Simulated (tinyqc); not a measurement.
Modulation-doped quantum well, Poisson-Schroedinger loop with local exchange and correlation: one step of the calculation.

A well of width L centred at z = 0 between barriers Vb; effective-mass electrons in two equivalent valleys, parabolic bands. The electrons come from donor sheets outside the mesh, a share fL of Ns on the left and the rest on the right, so the structure is neutral. Energies are counted from the band edge of the well, with U = 0 on the first node in the Hartree part.

Task. Levels and probability densities. Tridiagonal Hamiltonian with psi = 0 one step beyond both ends: H_ii = C (1/m_(i-1/2) + 1/m_(i+1/2))/hz^2 + V0_i + U_i, H_(i,i+1) = -C/(m_(i+1/2) hz^2), C = hbar^2/(2 m0). The lowest 3 level(s) are kept, normalised to hz sum |psi|^2 = 1.

Values chosen for this exercise:
- hz = 0.3334 nm (mesh step)

Constants: q = 1.602176634e-19 C, hbar = 1.054571817e-34 J s, m0 = 9.1093837015e-31 kg, hbar^2/(2 m0) = 0.0380998212 eV nm^2. Results are converted to the units shown.

```
node	fixed potential V0 (eV)	self-consistent potential U at the start (eV)
1	0.20000000	0
2	0.20000000	0
3	0.20000000	0
4	0.20000000	0
5	0.20000000	0
6	0.00000000	0
7	0.00000000	0
8	0.00000000	0
9	0.00000000	0
10	0.00000000	0
11	0.00000000	0
12	0.00000000	0
13	0.00000000	0
14	0.20000000	0
15	0.20000000	0
16	0.20000000	0
17	0.20000000	0
18	0.20000000	0
```

mass on the intervals 1/2, 3/2, ... (mean of both at an interface) (m0): 0.899  0.899  0.899  0.899  0.899  0.917  0.935  0.935  0.935  0.935  0.935  0.935  0.935  0.917  0.899  0.899  0.899  0.899  0.899

Find: levels; |psi|^2 of E1; |psi|^2 of E2; |psi|^2 of E3.

Result.

levels (eV): E1 0.03036, E2 0.11447, E3 0.22323

```
node	|psi|^2 of E1 (1/nm)	|psi|^2 of E2 (1/nm)	|psi|^2 of E3 (1/nm)
1	0.00011	0.00143	0.01949
2	0.00069	0.00709	0.07328
3	0.00285	0.02233	0.14847
4	0.01087	0.06161	0.22701
5	0.04063	0.16212	0.29005
6	0.15389	0.42549	0.32315
7	0.30720	0.49444	0.06390
8	0.44932	0.28564	0.04701
9	0.53414	0.03954	0.30735
10	0.53414	0.03954	0.30735
11	0.44932	0.28564	0.04701
12	0.30720	0.49444	0.06390
13	0.15389	0.42549	0.32315
14	0.04063	0.16212	0.29005
15	0.01087	0.06161	0.22701
16	0.00285	0.02233	0.14847
17	0.00069	0.00709	0.07328
18	0.00011	0.00143	0.01949
```

Computed by the program tinyqc: `OMP_NUM_THREADS=1 python tinyqc.py 2140146 2140147 out.jsonl`, one thread of a shared Intel Xeon 2.30GHz, about 0.2 s for the whole run.
